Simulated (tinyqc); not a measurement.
# Worked calculation: undoped symmetric double-gate MOSFET, analytic potential model

Numbers from tinyqc (`OMP_NUM_THREADS=1 python tinyqc.py 2440066 2440067 out.jsonl`; about 0.01 s on one thread of a shared Intel Xeon 2.30GHz). Printed values are rounded.

An undoped body of thickness ts between two equal insulators and tied gates; long channel, electrons only, n = ni exp((psi - V)/Vt) with V the quasi-Fermi potential (0 at the source, Vd at the drain), constant mobility, no quantisation. Across the body psi(x) = V - 2 Vt ln[(ts/(2 beta)) sqrt(q ni/(2 eps0 eps_r Vt)) cos(2 beta x/ts)], x from the centre. Q is the electron charge per area of the whole body.

Values chosen for this exercise; material values close to those of In0.53Ga0.47As: temperature T = 300 K; band gap Eg = 0.742 eV; relative permittivity of the semiconductor eps_r = 14.2; conduction-band density of states at T Nc = 2.12e17 cm^-3; valence-band density of states at T Nv = 7.72e18 cm^-3; relative permittivity of the gate insulator eox = 7.25; insulator thickness tox = 2.3 nm; body thickness ts = 8 nm; gate work function less that of the intrinsic body dphi = -0.12 V; channel mobility mu = 480 cm^2/(V s); gate length L = 1 um; gate voltage Vg = 0.18 V; drain voltage Vd = 0.05 V.

Constants: q = 1.602176634e-19 C, kB = 1.380649e-23 J/K, Vt = kB T/q, eps0 = 8.8541878128e-14 F/cm where lengths are in cm. Results are converted to the units shown.

Range of the model: The surface density at the source passes 0.3 Nc, where Boltzmann statistics fail.

## Constants of the body

ni = sqrt(Nc Nv) exp(-Eg/(2 Vt)), Eg in volts; r = eps_r tox/(eox ts); V0 = dphi + 2 Vt ln[(2/ts) sqrt(2 eps0 eps_r Vt/(q ni))].

ni = 7.489467e11 cm^-3
r = 0.5631034
V0 = 0.2686885 V

## Iteration 1: beta at the source by Newton steps

beta at the start = 0.5

With V = 0: f = ln(beta) - ln(cos beta) + 2 r beta tan(beta) - (Vg - V0)/(2 Vt); f' = 1/beta + tan(beta) + 2 r [tan(beta) + beta/cos^2(beta)]; beta(new) = beta - f/f'.

f = 1.460375
f' = 3.892712
beta after iteration 1 = 0.1248439

## Iteration 2: beta at the source by Newton steps

As before.

f = -0.3399204
f' = 8.419651
beta after iteration 2 = 0.1652161

## Course of the iteration: beta at the source by Newton steps

Stop when beta changes by less than 1e-11, or after 40 iterations. beta must stay between 0 and pi/2.

Course of the iteration:
```
iteration       beta  |change|
1          0.1248439     0.375
2          0.1652161    0.0404
3          0.1713468   6.13e-3
4          0.1714418   9.49e-5
5          0.1714418   2.16e-8
6          0.1714418   < 1e-13
```

Converged in 6 iterations. At the end the number of correct digits about doubles with each step.

## Charges and drain current

beta_s = 0.1714418
beta_d = 0.06789037

beta (between 0 and pi/2) solves (Vg - V0 - V)/(2 Vt) = ln(beta) - ln(cos beta) + 2 r beta tan(beta). Q = 8 eps0 eps_r Vt beta tan(beta)/ts; I = mu (1/L)(4 eps0 eps_r/ts)(2 Vt)^2 [g(beta_s) - g(beta_d)] per width, g = beta tan(beta) - beta^2/2 + r beta^2 tan^2(beta), with beta_s at V = 0 and beta_d at V = Vd.

Qs = 9.648260 nC/cm^2
Qd = 1.500429 nC/cm^2
g(beta_s) = 0.01548370
g(beta_d) = 0.002323645
I = 0.1061584 uA/um

The term r beta^2 tan^2(beta), which gives the square law, makes up 3.20 % of g at the source.

## Potential and electron density across the body at the source

x/ts, point 0 to 6: [0, 0.1, 0.2, 0.3, 0.4, 0.45, 0.5]

psi(x) as above with V = 0 and beta = beta_s; n = ni exp(psi/Vt).

```
point    psi (V)    n (cm^-3)
0      0.2975079  7.453568e16
1      0.2975383  7.462338e16
2      0.2976296  7.488731e16
3      0.2977820  7.532996e16
4      0.2979958  7.595555e16
5      0.2981259  7.633876e16
6      0.2982715  7.677011e16
```

The density at the surface is 1.03 times that at the centre (1/cos^2 beta). It reaches 0.36 Nc, where Boltzmann statistics overestimate it.
